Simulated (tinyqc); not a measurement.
Composition of the buffer: band edges of strained Si(1-x)Ge(x) on relaxed Si(1-y)Ge(y).

Values are linear in the Ge fraction but for ED(x) = linear - CD x (1 - x) and a(x) = linear - Ca x (1 - x). Energies are on the common scale of Ev.

Coherent growth on a (001) face: e_par = (a(y) - a(x))/a(x), e_perp = -2 (C12/C11) e_par; exx = eyy = e_par, ezz = e_perp, no shear.

A valley with unit axis u lies at Ev + gap + (av + a_valley) tr(e) + Xu (u.e.u - tr(e)/3); the Delta axes are x, y, z and the L axes [111], [1-1-1], [-11-1], [-1-11]. The second-order shift of the Delta valleys under shear is left out; it lowers the pair normal to the sheared plane by tens of meV at a shear of 1 %.

Valence edges: Ev plus the levels of the 6 x 6 matrix of X, Y, Z times spin with -Dso/3 + l exx + m (eyy + ezz) on the diagonal (cyclic), n exy off it, l = av + 2 b, m = av - b, n = sqrt(3) d. Spin-orbit term (Dso/3) L.sigma on X, Y, Z with (L_k)_ij = -i epsilon_kij: <X+|H|Y+> = -i Dso/3, <X+|H|Z-> = Dso/3, <Y+|H|Z-> = -i Dso/3, <Z+|H|X-> = -Dso/3, <Z+|H|Y-> = i Dso/3, <X-|H|Y-> = i Dso/3, and their conjugates; + and - are the spin along z.

Inputs chosen for the exercise (end members near Si and Ge, in this order; not measured data): a = (5.428, 5.657) angstrom (lattice constant); Dso = (0.044, 0.291) eV (spin-orbit splitting); av = (2.49, 1.25) eV (valence hydrostatic potential); b = (-2.08, -2.52) eV (tetragonal shear potential); d = (-4.76, -5.24) eV (trigonal shear potential); C11 = (167.3, 129.6) GPa; C12 = (64, 48.6) GPa; C44 = (80.5, 67.6) GPa; Ev = (0, 0.67) eV (top of the unstrained valence band); ED = (1.133, 0.937) eV (gap to the Delta valleys); EL = (1.985, 0.75) eV (gap to the L valleys); aD = (1.87, 1.43) eV (hydrostatic potential of the Delta gap); aL = (-3.27, -2.93) eV (hydrostatic potential of the L gap); XuD = (9.15, 9.07) eV (uniaxial potential, Delta); XuL = (16.4, 15.08) eV (uniaxial potential, L); CD = 0.18 eV (bowing of the Delta gap); Ca = 0.028 angstrom (bowing of the lattice constant); face = 001 (growth face); x = 0.89 (Ge fraction of the layer).

The layer is kept. dEc = Ec(buffer) - Ec(layer), dEv = Ev(layer) - Ev(buffer); buffer edges Ev(y) and Ev(y) + min(ED, EL). The digit behind Delta or L counts whole valleys.

Results:

| y | e_par (%) | lowest valleys | gap (eV) | next valleys above (meV) | valence splitting (meV) | dEc (eV) | dEv (eV) |
|---|---|---|---|---|---|---|---|
| 0.34 | -2.30 | Delta4 | 0.677 | 195 | 118 | -0.079 | 0.428 |
| 0.43 | -1.94 | Delta4 | 0.718 | 156 | 109 | -0.072 | 0.359 |
| 0.53 | -1.54 | Delta4 | 0.764 | 112 | 96 | -0.061 | 0.281 |
| 0.62 | -1.17 | Delta4 | 0.807 | 72 | 79 | -0.049 | 0.211 |
| 0.72 | -0.74 | Delta4 | 0.856 | 26 | 56 | -0.033 | 0.133 |
| 0.81 | -0.35 | L4 | 0.884 | 17 | 29 | 0.000 | 0.063 |
| 0.91 | 0.09 | L4 | 0.879 | 51 | 8 | -0.010 | -0.008 |
| 1.00 | 0.50 | L4 | 0.843 | 30 | 46 | -0.052 | -0.040 |

What can be read from this table?

The gap is 0.677 eV in the first row and 0.843 eV in the last, with its largest listed value, 0.884 eV, at y = 0.81: it peaks near the match y = x, since strain of either sign narrows it. The lowest valleys change: Delta4 to L4 between y = 0.72 and 0.81. Per 0.1 of y the valence offset moves by -71 meV on average; the conduction offset lies between -79 and 0 meV, not monotonically. Both carriers sit on one side for y = 0.81, 0.91 and 1.00, and on opposite sides elsewhere. Offsets below about 30 meV are within the spread of parameter sets, so those rows do not settle the type. Strains above 2 % can be kept only in layers of a few nanometres.

(tinyqc, `OMP_NUM_THREADS=1 python tinyqc.py 1080768 1080769 out.jsonl`, Intel(R) Xeon(R) Processor @ 2.30GHz, 1 thread, shared host, about 0.01 s.)
